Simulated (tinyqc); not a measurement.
Interface roughness in a thin film (subband fluctuation and scattering): one step. Scattering time and mobility. Five cases, with inputs chosen for the exercise.

Task: Integrate over theta.

Gaussian roughness spectrum S(q) = pi D^2 Lc^2 exp(-q^2 Lc^2/4). Degenerate gas, taken to fill one subband (the second starts to fill once c kF^2/md exceeds E2 - E1, which is not tested here): kF = sqrt(2 pi Ns/gv), q = 2 kF sin(theta/2), 1/tau = (md/(2 pi c hbar)) G^2 times the integral from 0 to pi of S(q)(1 - cos theta)/eps(q)^2 dtheta, eps(q) = 1 + qs/q with screening (qs = gv md q0/(c eps), q0 = e^2/(4 pi eps0), form factors left out, which overstates the screening; other scattering is left out too, so these values lie far above measured mobilities in all but the thinnest films) or 1 without; mobility = tau c2/md with c2 = e/m0 = 1.75882e15 cm^2/(V s^2); 1e12/cm^2 = 1e-4/angstrom^2.

Constants: hbar^2/2m0 = 3.80998211 eV angstrom^2; hbar = 6.58211957e-16 eV s; e^2/(4 pi eps0) = 14.39964547 eV angstrom.

Case 1.

Values chosen (near those of a thin InGaAs channel; shifted at random, so the results belong to these values and not to a real crystal):
- md = 0.046 m0 (mass in the plane)
- gv = 1 (valleys)
- D = 2.8 angstrom (rms height of the roughness)
- Lc = 50 angstrom (correlation length)
- Ns = 1.1 x 1e12/cm^2 (sheet density)
- eps = 11 (mean dielectric constant at the channel)

G = |dE1/dt| = 3.660207 meV/angstrom

Case 2.

Values chosen (near those of a thin GaN channel; shifted at random, so the results belong to these values and not to a real crystal):
- md = 0.196 m0 (mass in the plane)
- gv = 1 (valleys)
- D = 1.5 angstrom (rms height of the roughness)
- Lc = 50 angstrom (correlation length)
- Ns = 4.3 x 1e12/cm^2 (sheet density)
- eps = 9.8 (mean dielectric constant at the channel)

G = |dE1/dt| = 4.505845 meV/angstrom

Case 3.

Values chosen (near those of a thin Si channel on (100), two-fold valleys; shifted at random, so the results belong to these values and not to a real crystal):
- md = 0.186 m0 (mass in the plane)
- gv = 2 (valleys)
- D = 3.7 angstrom (rms height of the roughness)
- Lc = 48 angstrom (correlation length)
- Ns = 0.88 x 1e12/cm^2 (sheet density)
- eps = 8 (mean dielectric constant at the channel)

G = |dE1/dt| = 3.156950 meV/angstrom

Case 4.

Values chosen (near those of a thin Si channel on (100), two-fold valleys; shifted at random, so the results belong to these values and not to a real crystal):
- md = 0.188 m0 (mass in the plane)
- gv = 2 (valleys)
- D = 1.2 angstrom (rms height of the roughness)
- Lc = 46 angstrom (correlation length)
- Ns = 0.84 x 1e12/cm^2 (sheet density)
- eps = 7.7 (mean dielectric constant at the channel)

G = |dE1/dt| = 8.113559 meV/angstrom

Case 5.

Values chosen (near those of a thin InGaAs channel; shifted at random, so the results belong to these values and not to a real crystal):
- md = 0.044 m0 (mass in the plane)
- gv = 1 (valleys)
- D = 2.6 angstrom (rms height of the roughness)
- Lc = 22 angstrom (correlation length)
- Ns = 1.5 x 1e12/cm^2 (sheet density)
- eps = 11.5 (mean dielectric constant at the channel)

G = |dE1/dt| = 3.683829 meV/angstrom

Give: a table of case, integral, tau (fs), mobility (cm^2/(V s)).

Result:

Case 1.

Results:
```
case      integral  tau (fs)  mobility (cm^2/(V s))
bare        0.9560     434.4              1.661e+04
screened    0.4750     874.3              3.343e+04
```

Screening raises the mobility by a factor 2.0. With it kF l = 152, so by this rate the carriers are far from localisation. Phonons, and the gate field that presses carriers to the wall, limit real channels far below this value.

Case 2.

Results:
```
case      integral   tau (fs)  mobility (cm^2/(V s))
bare        0.1182       1895              1.701e+04
screened   0.01766  1.269e+04              1.138e+05
```

Screening raises the mobility by a factor 6.7. With it kF l = 2.02e+03, so by this rate the carriers are far from localisation. Phonons, and the gate field that presses carriers to the wall, limit real channels far below this value.

Case 3.

Results:
```
case      integral  tau (fs)  mobility (cm^2/(V s))
bare         1.975     43.44                  410.8
screened   0.03666      2340              2.212e+04
```

Screening raises the mobility by a factor 53.9. With it kF l = 40.3, so by this rate the carriers are far from localisation. G D = 11.7 meV exceeds EF - E1 = 5.7 meV, though, so the gas breaks into puddles and this rate is not to be trusted.

Case 4.

Results:
```
case      integral  tau (fs)  mobility (cm^2/(V s))
bare         2.088     63.70                  596.0
screened   0.03448      3857              3.608e+04
```

Screening raises the mobility by a factor 60.5. With it kF l = 62.7, so by this rate the carriers are far from localisation. G D = 9.7 meV exceeds EF - E1 = 5.3 meV, though, so the gas breaks into puddles and this rate is not to be trusted.

Case 5.

Results:
```
case      integral  tau (fs)  mobility (cm^2/(V s))
bare         2.246      1143              4.568e+04
screened     1.336      1922              7.683e+04
```

Screening raises the mobility by a factor 1.7. With it kF l = 477, so by this rate the carriers are far from localisation. Phonons, and the gate field that presses carriers to the wall, limit real channels far below this value.

Computed by tinyqc, one run a case: `OMP_NUM_THREADS=1 python tinyqc.py N N+1 out.jsonl` with N = 1281982, 1282067, 1282290, 1282365, 1282668; one thread of a shared Intel(R) Xeon(R) Processor @ 2.30GHz, about 0.02 s a run at most.
